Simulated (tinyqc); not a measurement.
# Double-gate transistor, scale length and short-channel effects: effect of the relative permittivity of the insulator

A body of thickness ts between two insulators of thickness ti and two tied gates. Below threshold the potential that source and drain add obeys Laplace's equation and vanishes on the gate. Its lowest mode decays along the channel as exp(-k y); k is the smallest positive root of the matching condition at the interface, and the scale length is Lambda = pi/k.

k is the smallest positive root of f(k) = ei cos(k ti) cos(k ts/2) - eps_r sin(k ti) sin(k ts/2). Along the channel psi(y) = s + a exp(y/l) + b exp(-y/l) with psi(0) = Vbi, psi(L) = Vbi + Vds and l = 1/k = Lambda/pi; with A = Vbi - s, B = A + Vds, x = exp(-L/l): a = (B - A x) x/(1 - x^2), b = (A - B x)/(1 - x^2). The minimum is s + 2 sqrt(a b), at y = (l/2) ln(b/a). The long-channel potential follows the gate as s = sT + (Vg - VTL)/m, and the threshold VT is the gate voltage at which the minimum equals sT. Swing = m Vt ln 10/g at threshold, g = d(minimum)/ds = 1 - (b x + a)/((1 + x) sqrt(a b)). DIBL = [VT(0.05 V) - VT(Vds)]/(Vds - 0.05 V). sT and Vbi are held fixed; m = 1.

Values chosen for this exercise; permittivities: semiconductor close to that of silicon, insulator close to that of aluminium oxide:
```
symbol  value  unit                                     meaning
T         300     K                                 temperature
eps_r    11.5        relative permittivity of the semiconductor
ti        2.5    nm                         insulator thickness
ts          9    nm                              body thickness
L          39    nm                              channel length
Vbi      0.86     V                     potential of the source
sT       0.35     V   potential of the barrier top at threshold
Vds       0.5     V                               drain voltage
```

Constants: q = 1.602176634e-19 C, kB = 1.380649e-23 J/K, Vt = kB T/q. Results are converted to the units shown.

Result of one run:
```
ei   Lambda (nm)  L/Lambda  VT - VTL at Vds (mV)  DIBL (mV/V)  swing (mV/decade)
8.5        15.35     2.541                -27.59        15.75              61.94
```

What becomes of these results when the relative permittivity of the insulator ei is changed from 8.5 to 27, all else the same?

Result of the changed run:
```
ei  Lambda (nm)  L/Lambda  VT - VTL at Vds (mV)  DIBL (mV/V)  swing (mV/decade)
27        11.45     3.407                -6.868        3.904              60.13
```

The whole series:
```
ei   Lambda (nm)  L/Lambda  VT - VTL at Vds (mV)  DIBL (mV/V)  swing (mV/decade)
3.9        20.34     1.918                -78.49        45.21              66.35
5.7        17.60     2.216                -47.22        27.06              63.65
8.5        15.35     2.541                -27.59        15.75              61.94
12         13.83     2.820                -17.56        10.00              61.06
18         12.46     3.130                -10.68        6.075              60.46
27         11.45     3.407                -6.868        3.904              60.13
40         10.73     3.636                -4.784        2.718              59.95
```

As ei goes from 3.9 to 40, Lambda falls from 20.3 to 10.7 nm, DIBL falls from 45.2 to 2.72 mV/V and the swing falls from 66.3 to 59.9 mV a decade. On average Lambda goes as ei^(-0.27).

Numbers from tinyqc (`OMP_NUM_THREADS=1 python tinyqc.py 2420149 2420150 out.jsonl`; about 0.01 s on one thread of a shared Intel Xeon 2.30GHz).
